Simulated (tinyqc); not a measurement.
Hot electrons in a saturated n-channel MOSFET, lucky-electron model: one step of the calculation.

Beyond pinch-off the lateral field grows as Esat cosh(y/l) over the velocity-saturated region (pseudo-two-dimensional model). Impact ionisation in this region gives the substrate current, which biases the body forward through Rsub. Currents are per width. Local-field laws: they overstate ionisation when the field peak is narrower than an energy relaxation length.

Task. Body bias from the substrate current. Cox = 3.9 eps0/tox. Overdrive g = Vg - VT + kb Vb; Vdsat = g Esat L/(g + Esat L); Id = Cox vs (g - Vdsat); dV = Vd - Id Rd - Vdsat; Em = sqrt((dV/l)^2 + Esat^2); Isub = Id (Ai/Bi) l Em exp(-Bi/Em). Vb(new) = Rsub Isub.

Parameters, values chosen for the exercise; values close to those of silicon n-channel devices:
```
symbol  value    unit                                   meaning
L         1.2      um                            channel length
tox        30      nm                           oxide thickness
VT        0.5       V                                 threshold
vs      8.9e6    cm/s                       saturation velocity
Ai        2e6    1/cm                      ionisation prefactor
Bi        1.7   MV/cm                          ionisation field
Rd        200  ohm um     resistance of the lightly doped drain
Rsub     8800  ohm um                      substrate resistance
kb       0.21          fall of VT per volt of forward body bias
Vd        4.3       V                             drain voltage
Vg        2.9       V                              gate voltage
```

Constants: eps0 = 8.8541878128e-14 F/cm where lengths are in cm. Results are converted to the units shown.

Vb at the start = 0 V
l = 187.34994 nm
Esat = 0.052352941 MV/cm

Wanted: Vdsat; Id; dV; Em; Isub; Vb after iteration 1.

Result.

Vdsat = 1.7366 V
Id = 67.962 uA/um
dV = 2.5498 V
Em = 0.14582 MV/cm
Isub = 0.0018892 uA/um
Vb after iteration 1 = 1.6625e-5 V

Numbers from tinyqc (`OMP_NUM_THREADS=1 python tinyqc.py 2550144 2550145 out.jsonl`; about 0.01 s on one thread of a shared Intel Xeon 2.30GHz).
